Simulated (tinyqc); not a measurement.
Worked calculation: k.p values derived from sp3s* tight binding at Gamma. Values are carried at full precision from step to step, so a last printed digit may differ when a step is redone from the rounded ones.

At Gamma the states are two-level mixtures: s-like S+ (upper) and S- (lower) from [[Esa, Vss], [Vss, Esc]], p-like P- (valence) and P+ from [[Epa, Vxx], [Vxx, Epc]], and the bare s* levels. With real k in 1/angstrom and kz = 0, the phase sums over the four bonds are g0 = 1 - (a k/4)^2/2, g1 = i a kx/4, g3 = -(a/4)^2 kx ky to second order. Each mixture is written (anion, cation) with the anion part positive. c = hbar^2/2m0. No spin-orbit coupling.

Constants: hbar^2/2m0 = 3.80998211 eV angstrom^2.

Values chosen for the exercise (near a published set for InAs, fitted to gaps, whose masses and valley positions are rough; the results hold for these values, not for the real material): Esa = -9.667 eV (s level of the anion); Esc = -2.743 eV (s level of the cation); Epa = 0.902 eV (p level of the anion); Epc = 3.739 eV (p level of the cation); Vss = -5.556 eV (s-s); Vxx = 1.841 eV (px-px); a = 6.055 angstrom (lattice constant); Vsapc = 3.006 eV (s anion, p cation); Vscpa = 5.364 eV (s cation, p anion); Vxapc = 3.419 eV (s* anion, p cation); Vpaxc = 3.879 eV (p anion, s* cation); Exa = 7.51 eV (s* level of the anion); Exc = 6.805 eV (s* level of the cation); Vxy = 4.472 eV (px-py).

## States at Gamma

Solve the two blocks.

States:
```
state      E (eV)  anion part  cation part
S-     -12.751341   0.8743126    0.4853632
P-      -0.003596   0.8973140   -0.4413928
S+       0.341341   0.4853632   -0.8743126
P+       4.644596   0.4413928    0.8973140
```

## Linear terms and the Kane energy

<s state|dH/dkx|x state> = i P with P = (a/4)(sa pc Vsapc + sc pa Vscpa), sa, sc and pa, pc being the parts of the two states; for s* on the anion P = (a/4) pc Vxapc, on the cation (a/4) pa Vpaxc. Ep = P^2/c for S+ to P-.

Couplings:
```
pair       P (eV angstrom)  E(first) - E(second) (eV)
S+ to P-         -7.345059                   0.344937
S+ to P+         -1.151762                  -4.303255
S- to P-          1.780299                 -12.747745
s*a to P-        -2.284433                   7.513596
s*c to P-         5.268881                   6.808596
```

Ep = 14.160 eV

The two terms of S+ to P- have the same sign and add: S+ and P- both change sign from anion to cation. An on-site momentum element between s and p, which real atoms have, is absent from this model.

## Electron mass

m0/m = [<S+|d2H/dkx^2|S+>/2 + sum P^2/(E(S+) - E(P))]/c over P- and P+, with the direct term -(a/4)^2 sa sc Vss.

parts of m0/m: direct -1.418, from P- 41.051, from P+ -0.081

mass = 0.0253 m0

The valence band supplies 104 % of m0/m; the direct term, which stands in for the free-electron 1, is -1.42. Sets of this kind were fitted to gaps and often give too heavy a mass, by up to a factor of two.

## Valence parameters L, M, N and the Luttinger values

Direct terms d0 = -(a/4)^2 pa pc Vxx, dN = -2 (a/4)^2 pa pc Vxy for P-. F = sum P^2/(E(P-) - E(s)) over S+, S-, s*a, s*c. The y state of P- couples to the z state of P+ through Q = (a/4) Vxy (pa p'c - pc p'a), primes for P+, and H1 = Q^2/(E(P-) - E(P+)). L = d0 + F, M = d0 + H1, N = dN + F + H1; g1 = -(L + 2M)/(3c), g2 = -(L - M)/(6c), g3 = -N/(6c).

d0, dN, F, Q, H1 (eV angstrom^2; Q in eV angstrom): 1.6708  8.1173  -160.9283  6.7695  -9.8589

L, M, N (eV angstrom^2): -159.257  -8.188  -162.670

g1, g2, g3: 15.366  6.608  7.116

Along [100] the masses without spin-orbit coupling are c/|L| = 0.024 (one band) and c/|M| = 0.465 (two bands).

## Checks

- Electron mass against a finite difference of the full bands: 0.02528 against 0.02529.
- L and M against finite differences along [100]: largest relative difference 4.4e-04.
- Lowest curvature along [111], (L + 2M + 2N)/3, against a finite difference: -166.99 against -166.92.

(tinyqc, `OMP_NUM_THREADS=1 python tinyqc.py 1450440 1450441 out.jsonl`, Intel(R) Xeon(R) Processor @ 2.30GHz, 1 thread, shared host, about 0.01 s.)
